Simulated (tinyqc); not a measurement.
Atomic layer deposition: Langmuir saturation, growth per cycle and coating of deep features: one step, computed by the program tinyqc.

Precursor A sticks only on free sites, so a long enough pulse saturates; co-reactant B then frees the sites again.

Question. Exposure for a deep feature. Diffusion-limited filling (Gordon) of a round hole of diameter w: a saturation front at depth z needs dz/dt = D_K n/(z (4q/w)), with Knudsen D_K = w c/3 and F = n c/4; including the entrance and floor terms, t = (q/F)(1 + 19a/4 + 3a^2/2). Reaction-limited filling needs ln(100)/k_a at any depth, k_a = beta F/q. Flow is molecular. The front picture holds when the modulus a sqrt(beta) is well above 1. Depth reached by the given pulse: solve the same formula for a. Exposure = p x diffusion-limited time; 1 langmuir = 1.33322e-4 Pa s.

Inputs (values chosen for the exercise, modelled on zinc oxide from diethylzinc and water):
```
quantity                                  value    unit
site density q                                7  1/nm^2
sticking probability beta on free sites   0.026       -
precursor pressure p                        6.3      Pa
temperature T                               125       C
pulse time t                             0.0022       s
aspect ratio a                               74       -
```

Feature: round hole.

flux F = 74705.10 1/(nm^2 s)

Give: diffusion-limited time; exposure; modulus; aspect ratio reached by the front in time t.

Answer.

diffusion-limited time = 0.8027 s

exposure = 37931 langmuir

modulus = 11.93

aspect ratio reached by the front in time t = 2.599

Caution: the pulse is shorter than ln(100)/k_a, so even the open surface is not saturated and the depth reached has no meaning. Caution: the depth reached is formal here: it is under 2/sqrt(beta), so no sharp front has formed.
